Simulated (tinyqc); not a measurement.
Inputs raised by 10 %, one at a time: longitudinal sound in a periodic multilayer: transfer matrices, stop bands and folded phonons. Computed by tinyqc, a small Python program. Command: `OMP_NUM_THREADS=1 python tinyqc.py 3017634 3017635 out.jsonl multilayer sens`. One thread of a shared host (Intel(R) Xeon(R) Processor @ 2.30GHz), about 0.01 s of CPU time with the checks.

Layers 1 and 2 repeat with period d = d_1 + d_2; waves travel normal to the layers, without loss. State vector (u, s): displacement u and stress divided by omega. Impedances Z = rho v are in 1e6 kg/(m^2 s).

Inputs (values chosen for the exercise, modelled on silica (layer 1), aluminium nitride (layer 2) and silicon (substrate)):

| quantity | value | unit |
|---|---|---|
| density rho_1 | 2.21 | g/cm^3 |
| velocity v_1 | 5850 | m/s |
| thickness d_1 | 193 | nm |
| density rho_2 | 3.24 | g/cm^3 |
| velocity v_2 | 11200 | m/s |
| thickness d_2 | 356 | nm |
| substrate density | 2.34 | g/cm^3 |
| substrate velocity | 8350 | m/s |
| periods N | 20 | - |

Method:
- Z = rho v; interface reflection r = (Z_2 - Z_1)/(Z_2 + Z_1) (stress amplitude, from 1 into 2); Bragg frequency f_B = 1/[2 (d_1/v_1 + d_2/v_2)]; long-wave velocity v_eff = d/sqrt[(d_1/v_1)^2 + (d_2/v_2)^2 + (Z_1/Z_2 + Z_2/Z_1)(d_1/v_1)(d_2/v_2)].
- A layer maps (u, s) by [[cos p, sin p/Z], [-Z sin p, cos p]], p = 2 pi f d_i/v_i; one period is M = M_2 M_1, and cos(q d) = trace(M)/2.
- For N periods A = M^N. A wave comes from a thick layer of material 1 and leaves into the substrate (Z_s): transmitted power T = 4 Z_1 Z_s/|Z_1 A_22 + Z_s A_11 - i (Z_1 Z_s A_12 - A_21)|^2, reflected power R = 1 - T.
- Gap m contains m f_B; its edges, where trace(M)/2 = (-1)^m, are found by root search. Weak-contrast estimate of the width: (4 f_B/pi) |r sin(m pi a)|, a = (d_1/v_1)/(d_1/v_1 + d_2/v_2).

Runs:

| input moved | from | to | Bragg frequency f_B (GHz) | width/f_B (%) | long-wave velocity v_eff (m/s) | lower edge (GHz) |
|---|---|---|---|---|---|---|
| base run | - | - | 7.7188 | 62.935 | 7460.1 | 5.2892 |
| density rho_1 (g/cm^3) | 2.21 | 2.431 | 7.7188 | 57.538 | 7623.9 | 5.4976 |
| velocity v_1 (m/s) | 5850 | 6435 | 8.0935 | 57.497 | 7994.4 | 5.7652 |
| thickness d_1 (nm) | 193 | 212.3 | 7.3447 | 62.562 | 7351.4 | 5.0387 |
| density rho_2 (g/cm^3) | 3.24 | 3.564 | 7.7188 | 68.210 | 7286.9 | 5.0854 |
| velocity v_2 (m/s) | 11200 | 12320 | 8.0792 | 67.793 | 7631.2 | 5.3295 |
| thickness d_2 (nm) | 356 | 391.6 | 7.3577 | 62.888 | 7572.7 | 5.0425 |
| substrate density (g/cm^3) | 2.34 | 2.574 | 7.7188 | 62.935 | 7460.1 | 5.2892 |

Exponents ln(y'/y) / ln(x'/x):

| input | Bragg frequency f_B | width/f_B | long-wave velocity v_eff | lower edge |
|---|---|---|---|---|
| density rho_1 | 0.000 | -0.941 | 0.228 | 0.405 |
| velocity v_1 | 0.497 | -0.948 | 0.726 | 0.904 |
| thickness d_1 | -0.521 | -0.062 | -0.154 | -0.509 |
| density rho_2 | 0.000 | 0.845 | -0.246 | -0.412 |
| velocity v_2 | 0.479 | 0.780 | 0.238 | 0.080 |
| thickness d_2 | -0.503 | -0.008 | 0.157 | -0.501 |
| substrate density | 0.000 | 0.000 | 0.000 | 0.000 |

Which inputs matter most for each result?

Among the inputs moved here: Bragg frequency f_B answers most in size to thickness d_1 (exponent -0.521), next to thickness d_2 (-0.503); its exponent is below 0.0005 for density rho_1, density rho_2, substrate density. Its exponent 0.000 in density rho_1: f_B depends on transit times alone. Its exponent 0.000 in density rho_2: f_B depends on transit times alone. width/f_B answers most in size to velocity v_1 (exponent -0.948), and about equally to density rho_1 (-0.941); its exponent is below 0.0005 for substrate density. Its exponent 0.000 in substrate density: the bands belong to the infinite stack. Long-wave velocity v_eff answers most in size to velocity v_1 (exponent +0.726), next to density rho_2 (-0.246); its exponent is below 0.0005 for substrate density. Lower edge answers most in size to velocity v_1 (exponent +0.904), next to thickness d_1 (-0.509); its exponent is below 0.0005 for substrate density.
